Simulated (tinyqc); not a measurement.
Inside a calculation: cyclotron resonance of ellipsoidal valleys, Si type. Values are carried at full precision from step to step, so a last printed digit may differ when a step is redone from the rounded ones.

Valleys along [100], [010], [001] (each with its opposite partner), mass ml along the axis and mt across it. B lies in the (1-10) plane, b = (sin(theta)/sqrt2, sin(theta)/sqrt2, cos(theta)). For the angle phi between B and the axis, 1/mc^2 = cos^2(phi)/mt^2 + sin^2(phi)/(mt ml). Resonance: h nu = 2 muB B/mc, h = 2 pi hbar.

Constants: hbar = 6.58211957e-16 eV s; muB = 5.788381798e-05 eV/T.

Values chosen for the exercise (near those of Si; the results hold for these values, not for the real material):
- theta = 65 degrees (angle of B from [001] towards [110])
- ml = 0.908 m0 (longitudinal mass)
- mt = 0.198 m0 (transverse mass)
- nu = 70 GHz (microwave frequency)
- tau = 120 ps (scattering time)

## Angles to the valley axes

Give b and cos^2(phi) for each axis.

b: 0.6409  0.6409  0.4226

cos^2(phi): [100] 0.4107, [010] 0.4107, [001] 0.1786

## Cyclotron masses and resonance fields

For each axis, mc and B = h nu mc/(2 muB).

Resonances:
```
axis   mc (m0)   B (T)
[100]   0.2696  0.6743
[010]   0.2696  0.6743
[001]   0.3310  0.8278
```

2 distinct masses appear; the limits are mt = 0.198 (B along the axis) and sqrt(ml mt) = 0.4240 (B across it).

## The same from the mass tensor

For the valley along [001]: M = mt 1 + (ml - mt) a a^T, and mc^2 = det M/(b M b).

M (m0), lower triangle:
```
        x       y       z
x  0.1980
y       0  0.1980
z       0       0  0.9080
```

det M = 0.035597
b M b = 0.3248
mc = 0.3310 m0

## Line shape

For linear polarisation and one isotropic mass the absorbed power goes as P = [1 + (w^2 + wc^2) tau^2]/([1 + (wc^2 - w^2) tau^2]^2 + 4 w^2 tau^2), w = 2 pi nu. List it for wc/w = 0, 0.5, 0.8, 0.9, 1, 1.1, 1.2, 1.5 and 2, which is B over the resonance field.

w tau = 52.779

Power:
```
wc/w          P
0.0   0.0003589
0.5   0.0007967
0.8    0.004503
0.9     0.01738
1.0      0.5000
1.1     0.01737
1.2    0.004485
1.5   0.0007457
2.0   0.0001994
```

The largest listed value lies at wc/w = 1.0, 1393.4 times the zero-field value. With w tau well above 1 the line is sharp, of relative half width about 1/(w tau). The closest two lines of this crystal are 22.8 % apart, so they are resolved.

## Checks

- Rotation frequency of dv/dt = -M^-1 (v x b) for the valley along [001], in units of e B/m0, against 1/mc: both 3.0207.

Program tinyqc; command `OMP_NUM_THREADS=1 python tinyqc.py 1280336 1280337 out.jsonl`; about 0.01 s on one thread of a shared Intel(R) Xeon(R) Processor @ 2.30GHz.
